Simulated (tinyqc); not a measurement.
Six materials: three-level Kane formulas for mass and g factor.

1/m = 1 + (Ep/3)(2/Eg + 1/(Eg + Dso)), g = 2 - (2 Ep/3)(1/Eg - 1/(Eg + Dso)). The inputs are values chosen for the exercise.

Results:
```
case         Eg (eV)  Dso (eV)  Ep (eV)  m (m0)        g   Eg/Ep
A near InP     1.442     0.109     20.8  0.0663    1.324  0.0693
B near GaP     2.839     0.079     31.0  0.0846    1.803  0.0916
C near GaAs    1.489     0.337     25.6  0.0584   -0.115  0.0582
D near ZnSe    2.820     0.393     24.5  0.1071    1.292  0.1151
E near Ge      0.915     0.286     26.6  0.0360   -2.615  0.0344
F near InAs    0.410     0.396     21.6  0.0222  -15.256  0.0190
```

How do the results move, and what explains it?

The mass follows the gap: m/(Eg/Ep) lies between 0.92 and 1.17, while m itself spans a factor of 4.8. The order by mass differs from the order by gap. g is negative for C, E and F; it needs Ep Dso > 3 Eg (Eg + Dso). Where g is small, two larger terms cancel: 5 % in Ep moves g by (2 - g)/20, and the levels left out move it by tenths. Remote bands, left out here, make real masses heavier, by up to a half in the wider-gap crystals. All rows are for the Gamma valley, which is not the lowest one in GaP and Ge.

Run: tinyqc, `OMP_NUM_THREADS=1 python tinyqc.py 1051206 1051207 out.jsonl`; Intel(R) Xeon(R) Processor @ 2.30GHz, one thread, shared host; about 0.01 s of CPU time with all checks.
